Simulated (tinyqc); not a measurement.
# Capacitance measurement on a leaky thin oxide: effects of series resistance and leakage: effect of the series resistance

The device is a capacitance C in parallel with a leakage conductance G, in series with Rs and Ls. An impedance meter reports either a parallel pair (Cp, Gp) from Y = 1/Z = Gp + i w Cp or a series pair (Cs, Rm) from Z = Rm + 1/(i w Cs); w = 2 pi f, dissipation D = Gp/(w |Cp|).

EOT = 3.9 tox/eox; CET = EOT + zc + zp; C = 3.9 eps0 A/CET; G = Jg A/Vs. Z = Rs + i w Ls + 1/(G + i w C); CET read from Cp = 3.9 eps0 A/Cp; errors under 0.001 % are printed as 0.

Inputs (values chosen for the exercise); values of the order met in thin-oxide MOS capacitors: relative permittivity of the gate insulator (close to aluminium oxide) eox = 9.21; insulator thickness tox = 4 nm; gate area A = 2500 um^2; oxide-equivalent thickness added by the accumulation layer zc = 0.44 nm; oxide-equivalent thickness added by gate depletion zp = 0 nm; gate leakage current density, not matched to the thickness Jg = 0.0042 A/cm^2; voltage for an e-fold rise of the leakage Vs = 0.21 V; series inductance Ls = 0 nH; measuring frequency f = 2e5 Hz.

Constants: eps0 = 8.8541878128e-14 F/cm where lengths are in cm. Results are converted to the units shown.

The same in every row: C (pF) = 40.457; Cs (pF) = 40.461.

Result of one run:
```
Cp (pF),D,error of Cp (%),error of Cs (%),CET read from Cp (nm)
40.457,0.0099873,0,9.67e-3,2.1338
```

Which series resistance Rs gave this result: 1, 3, 10 or 100 ohm?

Rs = 3 ohm.

The whole series:
```
Rs (ohm),Cp (pF),D,error of Cp (%),error of Cs (%),CET read from Cp (nm)
1,40.457,0.0098856,0,9.67e-3,2.1338
3,40.457,0.0099873,0,9.67e-3,2.1338
10,40.457,0.010343,-1.03e-3,9.67e-3,2.1338
30,40.456,0.011360,-3.23e-3,9.67e-3,2.1339
100,40.452,0.014919,-0.0126,9.67e-3,2.1341
300,40.436,0.025088,-0.0532,9.67e-3,2.1349
1000,40.313,0.060680,-0.357,9.67e-3,2.1415
3000,39.422,0.16237,-2.56,9.67e-3,2.1899
```

As Rs goes from 1 to 3000, the error of Cp goes from 0 to -2.56 %, that of Cs from 0.00967 to 0.00967 %, and D rises from 0.00989 to 0.162. The CET read from Cp goes from 2.13 to 2.19 nm against the true 2.13 nm. Rs does not enter the imaginary part of Z, so Cs does not depend on it.

Computed by the program tinyqc: `OMP_NUM_THREADS=1 python tinyqc.py 2022122 2022123 out.jsonl`, one thread of a shared Intel Xeon 2.30GHz, about 0.01 s for the whole run.
